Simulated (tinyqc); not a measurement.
## MOS inversion layer, Poisson-Schroedinger loop: effect of the sheet density of depletion charge

Electrons confined at an insulator interface at z = 0, treated as a hard wall; parabolic valleys, Hartree approximation, no image or exchange terms. The depletion charge lies far deeper than the electrons and gives a uniform field q Nd/(eps0 eps_r); the gate balances all charge. Energies are counted from the band edge at the interface.

Schroedinger equation -(C/mz) psi'' + (V0 + U) psi = E psi, C = hbar^2/(2 m0), psi(0) = 0, on a uniform mesh of 800 nodes with a far wall at 28 nm, 8 levels a set; V0 = q Nd z/(eps0 eps_r); dU/dz = q (Ns - integral of n from 0 to z)/(eps0 eps_r), U(0) = 0; N_k = g md m0 q Vt/(pi hbar^2) ln(1 + exp((EF - E_k)/Vt)), g the number of valleys of the set, sum N_k = Ns. Triangular well: E_k = a_k (C F^2/mz)^(1/3), a_1 = 2.338107, a_2 = 4.087949, C = hbar^2/(2 m0), F in eV/nm. Fang-Howard (all electrons in the lowest level of set A): b^3 = 6 (mz1/C) q (Nd + 11 Ns/32)/(eps0 eps_r), centroid 3/b, level C b^2/(4 mz1) + (3/b) q (Nd + 11 Ns/16)/(eps0 eps_r). The centroid adds 3.9 z_av/eps_r to an oxide-equivalent thickness. Shares under 0.0001 % are printed as 0.

Values chosen for this exercise; masses and permittivity close to those of germanium (100): temperature T = 300 K; relative permittivity eps_r = 16.2; mass along z of valley set A (4 valley(s)) mz1 = 0.121 m0; in-plane density-of-states mass of set A md1 = 0.293 m0; sheet density of electrons Ns = 1.4e13 cm^-2.

Constants: q = 1.602176634e-19 C, kB = 1.380649e-23 J/K, hbar = 1.054571817e-34 J s, m0 = 9.1093837015e-31 kg, Vt = kB T/q, eps0 = 8.8541878128e-14 F/cm where lengths are in cm, hbar^2/(2 m0) = 0.0380998212 eV nm^2. Results are converted to the units shown.

Result of one run:

| Nd (cm^-2) | A1 (meV) | A2 (meV) | EF (meV) | share of A1 (%) | share of A2 (%) | centroid z_av (nm) | added oxide equivalent (nm) | Fang-Howard centroid (nm) |
|---|---|---|---|---|---|---|---|---|
| 3.1e11 | 402 | 503 | 419 | 95.4 | 3.33 | 3.03 | 0.729 | 2.91 |

What becomes of these results when the sheet density of depletion charge Nd is changed from 3.1e11 to 1.7e11 cm^-2, all else the same?

Result of the changed run:

| Nd (cm^-2) | A1 (meV) | A2 (meV) | EF (meV) | share of A1 (%) | share of A2 (%) | centroid z_av (nm) | added oxide equivalent (nm) | Fang-Howard centroid (nm) |
|---|---|---|---|---|---|---|---|---|
| 1.7e11 | 400 | 498 | 415 | 94.7 | 3.62 | 3.13 | 0.755 | 2.94 |

The whole series:

| Nd (cm^-2) | A1 (meV) | A2 (meV) | EF (meV) | share of A1 (%) | share of A2 (%) | centroid z_av (nm) | added oxide equivalent (nm) | Fang-Howard centroid (nm) |
|---|---|---|---|---|---|---|---|---|
| 1e11 | 398 | 496 | 414 | 94.3 | 3.75 | 3.19 | 0.769 | 2.96 |
| 1.7e11 | 400 | 498 | 415 | 94.7 | 3.62 | 3.13 | 0.755 | 2.94 |
| 3.1e11 | 402 | 503 | 419 | 95.4 | 3.33 | 3.03 | 0.729 | 2.91 |
| 5.3e11 | 407 | 512 | 423 | 96.4 | 2.83 | 2.90 | 0.697 | 2.87 |
| 9.4e11 | 415 | 531 | 432 | 97.8 | 1.95 | 2.73 | 0.658 | 2.80 |
| 1.6e12 | 429 | 563 | 447 | 99.0 | 0.984 | 2.58 | 0.620 | 2.70 |
| 2.9e12 | 456 | 625 | 474 | 99.7 | 0.263 | 2.39 | 0.576 | 2.54 |
| 5e12 | 500 | 718 | 518 | 100 | 0.0401 | 2.20 | 0.530 | 2.35 |

As Nd goes from 1e11 to 5e12, A1 rises from 398 to 500 meV, the share of A1 rises from 94.3 to 100 % and the centroid falls from 3.19 to 2.20 nm. A1 goes as Nd^(0.17) between the last two rows (a triangular well in the field of that charge alone gives 2/3). The Fang-Howard centroid is 7.4 % below the full one in the first row, where A1 holds 94.3 %, and 6.6 % above it in the last, where A1 holds 100 %.

Numbers from tinyqc (`OMP_NUM_THREADS=1 python tinyqc.py 2160138 2160139 out.jsonl`; about 0.8 s on one thread of a shared Intel Xeon 2.30GHz).
